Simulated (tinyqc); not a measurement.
Single-oscillator infrared dielectric function of a polar cubic crystal. Softening the TO mode. Computed by tinyqc, a small Python program. Command: `OMP_NUM_THREADS=1 python tinyqc.py 3025522 3025523 out.jsonl infrared sweep`. One thread of a shared host (Intel(R) Xeon(R) Processor @ 2.30GHz), about 0.01 s of CPU time with the checks.

One ion pair, charges +Z* and -Z*, in a cell of volume Omega = a^3/4. Frequencies omega are given as wavenumbers (1/cm); eps_s is the static dielectric constant.

Inputs (values chosen for the exercise, modelled on zinc selenide):

| quantity | value | unit |
|---|---|---|
| lattice constant a | 5.668 | angstrom |
| mass M_A | 65.38 | u |
| mass M_B | 78.97 | u |
| Born charge Z* | 2.09 | e |
| eps_inf | 5.99 | - |

Structure: zinc blende. Free carriers: absent.

Constants: nu for 1 eV/(angstrom^2 u) = 15.6333042 THz; 1 THz = 33.35640952 1/cm; e^2/(4 pi eps_0) = 14.39964548 eV angstrom.

Method. mu = M_A M_B/(M_A + M_B); ionic plasma term W^2 = 4 pi Z*^2 (e^2/(4 pi eps_0))/(Omega mu) in eV/(angstrom^2 u), turned into 1/cm by W = 15.6333042 x 33.35640952 x sqrt(W^2); omega_LO^2 = omega_TO^2 + W^2/eps_inf; eps_s = eps_inf + W^2/omega_TO^2; Szigeti charge 3 Z*/(eps_inf + 2); longitudinal (Callen) charge Z*/eps_inf.

One run for each value:

| omega_TO (1/cm) | eps_s | omega_LO (1/cm) | W (1/cm) |
|---|---|---|---|
| 25 | 217.20 | 150.54 | 363.33 |
| 34 | 120.18 | 152.30 | 363.33 |
| 46 | 68.37 | 155.41 | 363.33 |
| 63 | 39.25 | 161.27 | 363.33 |
| 87 | 23.43 | 172.07 | 363.33 |
| 120 | 15.16 | 190.89 | 363.33 |
| 160 | 11.15 | 218.26 | 363.33 |
| 220 | 8.72 | 265.40 | 363.33 |
| 310 | 7.36 | 343.71 | 363.33 |

Over the rows, eps_s falls from 217 to 7.36 (exponent d ln y / d ln x -1.9 between the first rows and -0.49 between the last); omega_LO (1/cm) rises from 151 to 344 (exponent d ln y / d ln x 0.038 between the first rows and 0.75 between the last); W (1/cm) does not change. At the low end the exponent of eps_s is -1.92, close to -2: the ionic part W^2/omega_TO^2 rules, as near a soft-mode transition. As omega_TO softens, eps_s - eps_inf grows as 1/omega_TO^2 while omega_LO tends to W/sqrt(eps_inf) = 148 per cm: the Lyddane-Sachs-Teller picture of a ferroelectric soft mode.
